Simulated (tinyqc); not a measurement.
# Microkinetic model of a Langmuir-Hinshelwood surface reaction A + (1/2) B2 = AB with Bronsted-Evans-Polanyi barriers, step by step

A worked calculation. Computed by tinyqc, a small Python program that keeps every step. Command: `OMP_NUM_THREADS=1 python tinyqc.py 3019794 3019795 out.jsonl microkin walk`. One thread of a shared host (Intel(R) Xeon(R) Processor @ 2.30GHz), about 0.01 s of CPU time with the checks. Intermediate numbers are printed to about 7 digits and carried at full precision; extremes and crossings named in words are read from the listed rows.

A adsorbs in equilibrium; B2 dissociates irreversibly on two free sites; adsorbed A and B react irreversibly and AB leaves at once. theta_A + theta_B + theta_* = 1.

Inputs (values chosen for the exercise, for a model catalyst): adsorption energy of A, E_A = -0.789 eV; adsorption energy per B atom, E_B = -1.48 eV; entropy loss of A, S_A = 1.6 meV/K; entropy loss of B2, S_B = 1.4 meV/K; slope a1 of the dissociation barrier = 0.55; intercept b1 = 1.5 eV; slope a2 of the reaction barrier = 0.36; intercept b2 = 0.14 eV; pressure p_A = 0.15 bar; pressure p_B = 0.28 bar; temperature T = 825 K.

Solver: Newton.

Constants: k_B = 8.617333262e-05 eV/K; hbar = 6.582119569e-16 eV s.

## Constants

K_A = exp(-(E_A + T S_A)/(k_B T)) per bar; barriers E1 = max(b1 + a1 2 E_B, 0), E2 = b2 - a2 (E_A + E_B); k1 = (k_B T/h) exp(-S_B/k_B) exp(-E1/(k_B T)) per bar, k2 = (k_B T/h) exp(-E2/(k_B T)), h = 2 pi hbar.

barrier E1 = 0 eV

barrier E2 = 0.95684 eV

K_A = 5.704473e-04 1/bar

k1 = 1512139 1/(bar s)

k2 = 2.455364e+07 1/s

Caution: the linear relation gives a negative E1, which is set to zero: dissociation is not activated.

## Steady state in closed form

theta_A = K_A p_A theta_*; 2 k1 p_B theta_*^2 = k2 theta_A theta_B, so theta_B = w theta_* with w = 2 k1 p_B/(k2 K_A p_A); theta_* = 1/(1 + K_A p_A + w); rate r = k2 theta_A theta_B.

w = 403.0483

theta_* = 0.002474951

theta_A = 2.117744e-07

theta_B = 0.9975248

rate r = 5.186961 1/s per site

The surface is covered by B, and the reaction step limits.

## Iterative solution

Unknown y = theta_B, theta_* = (1 - y)/(1 + K_A p_A). Newton steps on G(y) = 2 k1 p_B theta_* - k2 K_A p_A y, the balance divided by theta_*, would end in one step; the program uses the undivided F(y) = theta_* G(y): y(new) = y - F/F', start y = 0. Stop when the change is below 1e-10, after 80 steps at most.

Course of the iteration:
```
step       y in      y new        change
1     0.0000000  0.4993804  4.993804e-01
2     0.4993804  0.7490699  2.496895e-01
3     0.7490699  0.8739131  1.248432e-01
4     0.8739131  0.9363316  6.241853e-02
5     0.9363316  0.9675348  3.120313e-02
6     0.9675348  0.9831241  1.558931e-02
7     0.9831241  0.9908943  7.770208e-03
8     0.9908943  0.9947310  3.836744e-03
9     0.9947310  0.9965568  1.825742e-03
10    0.9965568  0.9973124  7.556314e-04
11    0.9973124  0.9975093  1.968852e-04
12    0.9975093  0.9975247  1.546660e-05
13    0.9975247  0.9975248  9.663896e-08
14    0.9975248  0.9975248  3.773093e-12
```

theta_B at the end = 0.9975248

last change = 3.773093e-12

Converged in 14 steps to the closed form.

## Orders and rate control

From r = 2 k1 p_B theta_*^2: order in p_B and degree of control of step 1 = 1 - 2 theta_B; control of step 2 = 2 theta_B; order in p_A = 2 (theta_B - theta_A). Apparent energy = (E1 + k_B T)(1 - 2 theta_B) + (E2 + k_B T) 2 theta_B + E_A x order in p_A.

order in p_B, X1 = -0.9950497

X2 = 1.995050

order in p_A = 1.995049

apparent activation energy = 0.4059425 eV

## Rate against the binding of B

The formulas are those given above.

Changing E_B at fixed E_A:
```
E_B (eV)  E1 (eV)  E2 (eV)       theta_*       theta_A       theta_B    log10 r
-2.40           0  1.28804  2.351748e-05  2.012322e-09  9.999765e-01  -3.329439
-2.10           0  1.18004  1.074254e-04  9.192083e-09  9.998926e-01  -2.010006
-1.80           0  1.07204  4.905615e-04  4.197592e-08  9.995094e-01  -0.690833
-1.50           0  0.96404  2.237106e-03  1.914227e-07  9.977627e-01   0.627153
-1.25       0.125  0.87404  4.410275e-02  3.773743e-06  9.558935e-01   2.453108
-1.00       0.400  0.78404  8.866858e-01  7.587112e-05  1.132384e-01   3.379790
-0.75       0.675  0.69404  9.991626e-01  8.549544e-05  7.518652e-04   1.803597
-0.50       0.950  0.60404  9.999100e-01  8.555939e-05  4.433479e-06   0.124321
-0.25       1.225  0.51404  9.999144e-01  8.555977e-05  2.612321e-08  -1.555602
0.00        1.500  0.42404  9.999144e-01  8.555977e-05  1.539241e-10  -3.235528
```

The rate is highest at E_B = -1 eV among these rows, where theta_B = 0.11. On the weak-binding side log10 r falls by 6.7 per eV, from the dissociation barrier (2 a1/(k_B T ln 10) = 6.7). On the strong-binding side B fills the surface and the rate falls again: the Sabatier volcano.

Checks made by the program: iteration against the closed form (relative difference below 1e-10); apparent energy against a finite difference (on the scale of E2) (relative difference below 1e-10).
